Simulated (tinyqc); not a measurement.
From results back to parameters: defect, radiative and Auger recombination at equal electron and hole densities (ABC model). Three cases, with inputs chosen for the exercise.

Problem. The peak efficiency, the current at the peak and the differential lifetime there, tau_p = 1/(Ae + 2 B n_p + 3 C n_p^2), are given; Ae, B and C are hidden. n_p = sqrt(Ae/C), Q = B/sqrt(Ae C), IQE_max = Q/(Q + 2).

J/(e d) = Ae n + B n^2 + C n^3 with Ae = A + 4 S/w (four side walls, carriers spread evenly), e = 1.602176634e-19 C, lengths in cm; internal efficiency IQE = B n^2/(Ae n + B n^2 + C n^3); all injected carriers recombine in the layer.

Case 1.

Values chosen (out of a larger set: orders of magnitude like those quoted for GaAs; not measured data): d = 160 nm (active thickness).

IQE_max = 0.970951
J at the peak = 409.682 A/cm^2
tau_p = 2.90485 ns

Case 2.

Values chosen (out of a larger set: orders of magnitude like those quoted for Si; not measured data): d = 79000 nm (active thickness).

IQE_max = 0.00514884
J at the peak = 3.51180 A/cm^2
tau_p = 12435.6 ns

Case 3.

Values chosen (out of a larger set: orders of magnitude like those quoted for GaAs; not measured data): d = 160 nm (active thickness).

IQE_max = 0.963165
J at the peak = 8619.70 A/cm^2
tau_p = 0.613921 ns

Find: Q; Ae; n_p; B; C.

Solution. Q = 2 IQE/(1 - IQE). At the peak B n = Q Ae and C n^2 = Ae, so 1/tau_p = Ae (4 + 2Q) and J = e d Ae n_p (2 + Q); B and C follow.

Case 1.

Q = 66.9
Ae = 2.50e+06 1/s
n_p = 9.28e+17 1/cm^3
B = 1.8e-10 cm^3/s
C = 2.9e-30 cm^6/s

Case 2.

Q = 0.0104
Ae = 2.00e+04 1/s
n_p = 6.90e+16 1/cm^3
B = 3.0e-15 cm^3/s
C = 4.2e-30 cm^6/s

Case 3.

Q = 52.3
Ae = 1.50e+07 1/s
n_p = 4.13e+18 1/cm^3
B = 1.9e-10 cm^3/s
C = 8.8e-31 cm^6/s

Computed by tinyqc, one run a case: `OMP_NUM_THREADS=1 python tinyqc.py N N+1 out.jsonl` with N = 1651139, 1651216, 1651265; one thread of a shared Intel(R) Xeon(R) Processor @ 2.30GHz, about 0.01 s a run at most.
